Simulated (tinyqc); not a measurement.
From results back to parameters: static screening by free carriers. Two cases, with inputs chosen for the exercise.

Problem. At zero temperature the gas shows Friedel oscillations of period pi/kF and a Thomas-Fermi length 1/qTF; n and m are hidden.

kF = (3 pi^2 n/Mv)^(1/3), EF = c kF^2/m with c = hbar^2/2m0, n in 1/angstrom^3 (1e-24 per 1/cm^3), e2 = e^2/(4 pi eps0). Thomas-Fermi: qTF^2 = 6 pi e2 n/(eps EF). Debye: qD^2 = 4 pi e2 n/(eps kB T).

Constants: hbar^2/2m0 = 3.80998211 eV angstrom^2; e^2/(4 pi eps0) = 14.39964547 eV angstrom.

Case 1.

Values chosen (out of a larger set: near those of Ge; not measured data): Mv = 4 (valleys); eps = 15.9 (background dielectric constant).

period = 310.447 angstrom
1/qTF = 27.1057 angstrom

Case 2.

Values chosen (out of a larger set: near those of Si; not measured data): Mv = 6 (valleys); eps = 11.1 (background dielectric constant).

period = 26.9780 angstrom
1/qTF = 4.59146 angstrom

Find: kF; n; m.

Solution. kF = pi/period and n = Mv kF^3/(3 pi^2); qTF^2 = 2 e2 Mv m kF/(pi eps c) then gives m.

Case 1.

kF = 0.01012 1/angstrom
n = 1.40e+17 1/cm^3
m = 0.222 m0

Case 2.

kF = 0.1165 1/angstrom
n = 3.20e+20 1/cm^3
m = 0.313 m0

Computed by tinyqc, one run a case: `OMP_NUM_THREADS=1 python tinyqc.py N N+1 out.jsonl` with N = 1650738, 1650748; one thread of a shared Intel(R) Xeon(R) Processor @ 2.30GHz, about 0.01 s a run at most.
